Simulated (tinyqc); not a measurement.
Thickness series: competing polymorphs of an oxide film: bulk, surface, grain-boundary, dopant and field terms. Computed by tinyqc, a small Python program. Command: `OMP_NUM_THREADS=1 python tinyqc.py 3001502 3001503 out.jsonl polymorph walk`. One thread of a shared host (Intel(R) Xeon(R) Processor @ 2.30GHz), about 0.01 s of CPU time with the checks.

Phases: monoclinic m (reference), polar orthorhombic o, tetragonal t. Free energies per formula unit (f.u.); 1 J/m^2 x angstrom^3/nm = 6.241509 meV.

Inputs (values chosen for the exercise, for a model oxide): energy of the polar phase o over m = 52.7 meV/f.u.; energy of the tetragonal phase t over m = 96.7 meV/f.u.; entropy of o over m = 0.0051 meV/(f.u. K); entropy of t over m = 0.047 meV/(f.u. K); surface energy of m = 3.11 J/m^2; surface energy of o = 2.7 J/m^2; surface energy of t = 2.57 J/m^2; grain-boundary energy over surface energy = 0.8; volume per formula unit Omega = 33.4 angstrom^3; grain radius R = 22 nm; temperature T = 500 K; dopant content x = 1.9 %; shift of o per % of dopant = -8.9 meV/f.u.; shift of t per % of dopant = -17 meV/f.u.; width sigma of ln R = 0.27; interlayer thickness (SiO2) = 1.2 nm.

Geometry: columnar grains in a film.

permittivities of m, o, t: [19, 28, 39]

Method:
- Bulk term b = H - T S + (shift) x, zero for m. The undoped bulk turns from m to t at T = H_t/S_t.
- With G = b + gamma Omega A (b the bulk free energy per formula unit, A the area per volume), two phases i, j cross at A_ij = (b_j - b_i)/(Omega (gamma_i - gamma_j)); o has a window only if A_mo < A_ot.
- Area per volume: A = 2/h + f_b/R (two free faces; the side wall 2/R is shared by two grains and carries f_b gamma); G = b + gamma Omega A.
- Grain radii are log-normal by volume with median R and width sigma; the share with A above A* is that with radius below R*, R* = f_b/(A* - 2/h) (all grains if A* <= 2/h), share = (1/2) erfc[-ln(R*/R)/(sqrt 2 sigma)]. Effective permittivity of a layer of thickness h built of such grains, taken in parallel: sum of share x eps; EOT = interlayer + 3.9 h/eps.
- The median radius is held at R.

b (meV/f.u.): m 0.00, o 33.24, t 40.90

A_mo = 0.388903 1/nm

A_ot = 0.282650 1/nm

A_mt = 0.363323 1/nm

Against thickness:
```
h (nm)  A at R (1/nm)  share m  share o  share t     eps  EOT (nm)
3             0.70303   0.0000        0   1.0000  39.000    1.5000
4             0.53636   0.0000        0   1.0000  39.000    1.6000
6             0.36970   0.2377        0   0.7623  34.246    1.8833
8             0.28636   1.0000        0   0.0000  19.000    2.8421
11            0.21818   1.0000        0   0.0000  19.000    3.4579
15            0.16970   1.0000        0   0.0000  19.000    4.2789
22            0.12727   1.0000        0   0.0000  19.000    5.7158
35            0.09351   1.0000        0   0.0000  19.000    8.3842
```

What does the comparison show, and why?

From 3 to 35 nm the share of t goes from 1.00 to 0.00 and that of m from 0.00 to 1.00; o stays under 2 %. A at the median radius runs from 0.703 down to 0.094 1/nm, against the crossings A_mo = 0.389, A_ot = 0.283 and A_mt = 0.363; the majority phase is t in the thinnest film and m in the thickest.

Extremes, crossings and ranges named in words are read from the listed rows.
